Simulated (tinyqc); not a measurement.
# Double-gate transistor, scale length and short-channel effects: two studies

A body of thickness ts between two insulators of thickness ti and two tied gates. Below threshold the potential that source and drain add obeys Laplace's equation and vanishes on the gate. Its lowest mode decays along the channel as exp(-k y); k is the smallest positive root of the matching condition at the interface, and the scale length is Lambda = pi/k.

Values chosen for this exercise; permittivities: semiconductor made up, insulator close to that of silicon dioxide: temperature T = 300 K; relative permittivity of the semiconductor eps_r = 14.7; relative permittivity of the insulator ei = 4.07; insulator thickness ti = 2.1 nm; body thickness ts = 11.7 nm; channel length L = 39 nm; potential of the source Vbi = 1.04 V; potential of the barrier top at threshold sT = 0.43 V; drain voltage Vds = 0.6 V.

Constants: q = 1.602176634e-19 C, kB = 1.380649e-23 J/K, Vt = kB T/q. Results are converted to the units shown.

Each table varies one quantity; the others keep the values above.

## Effect of the body thickness

k is the smallest positive root of f(k) = ei cos(k ti) cos(k ts/2) - eps_r sin(k ti) sin(k ts/2). Along the channel psi(y) = s + a exp(y/l) + b exp(-y/l) with psi(0) = Vbi, psi(L) = Vbi + Vds and l = 1/k = Lambda/pi; with A = Vbi - s, B = A + Vds, x = exp(-L/l): a = (B - A x) x/(1 - x^2), b = (A - B x)/(1 - x^2). The minimum is s + 2 sqrt(a b), at y = (l/2) ln(b/a). The long-channel potential follows the gate as s = sT + (Vg - VTL)/m, and the threshold VT is the gate voltage at which the minimum equals sT. Swing = m Vt ln 10/g at threshold, g = d(minimum)/ds = 1 - (b x + a)/((1 + x) sqrt(a b)). DIBL = [VT(0.05 V) - VT(Vds)]/(Vds - 0.05 V). sT and Vbi are held fixed; m = 1.

Effect of the body thickness:
```
ts (nm)  Lambda (nm)  L/Lambda  VT - VTL at Vds (mV)  DIBL (mV/V)  swing (mV/decade)
4.7            14.42     2.705                -25.28        12.07              61.38
5.8            16.08     2.426                -39.87        19.08              62.44
7.3            18.19     2.144                -63.78        30.64              64.17
9.1            20.57     1.896                -97.62        47.11              66.61
11             22.96     1.699                -138.5        67.17              69.55
14             26.54     1.470                -212.6        103.8              74.84
18             31.09     1.255                -327.4        161.1              82.97
```

What does the comparison show?

As ts goes from 4.7 to 18 nm, Lambda rises from 14.4 to 31.1 nm, DIBL rises from 12.1 to 161 mV/V and the swing rises from 61.4 to 83.0 mV a decade. On average Lambda goes as ts^(0.57). For ts = 14 to 18 nm L is under 1.5 Lambda, where higher modes, left out of the one-mode potential, count.

## Effect of the relative permittivity of the insulator

Same model as above.

Effect of the relative permittivity of the insulator:
```
ei   Lambda (nm)  L/Lambda  VT - VTL at Vds (mV)  DIBL (mV/V)  swing (mV/decade)
3.9       24.204    1.6113               -162.71       79.075             71.281
5.7       21.027    1.8547               -104.91       50.668             67.139
8.5       18.438    2.1152               -66.946       32.175             64.402
12        16.721    2.3324               -46.533       22.298             62.922
18        15.202    2.5655               -31.724       15.166             61.845
27        14.110    2.7640               -22.989       10.974             61.209
40        13.361    2.9189               -17.916       8.5449             60.838
```

What does the table show?

As ei goes from 3.9 to 40, Lambda falls from 24.2 to 13.4 nm, DIBL falls from 79.1 to 8.54 mV/V and the swing falls from 71.3 to 60.8 mV a decade. On average Lambda goes as ei^(-0.26).

Numbers from tinyqc (`OMP_NUM_THREADS=1 python tinyqc.py 2420164 2420165 out.jsonl`; about 0.01 s on one thread of a shared Intel Xeon 2.30GHz).
